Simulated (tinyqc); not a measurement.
CIS on RHF in the 6-31g basis, for H2, spin multiplicity 1, step by step. One step of it, computed by the program tinyqc.

Task: CIS triplet states. Diagonalise A (1 hartree = 27.211386 eV); each vector has its largest component positive (the first on a tie).

CIS matrix A, triplet (hartree), lower triangle:
```
          1>2       1>3       1>4
1>2  0.242357
1>3  0.000000  0.936520
1>4  0.136187  0.000000  1.104894
```

Give: triplet excitation energies; lowest vectors.

Result:

triplet excitation energies (eV): 6.0236  25.4840  30.6369

lowest vectors:
```
     state 1  state 2  state 3
1>2   0.9883   0.0000   0.1523
1>3   0.0000   1.0000   0.0000
1>4  -0.1523   0.0000   0.9883
```
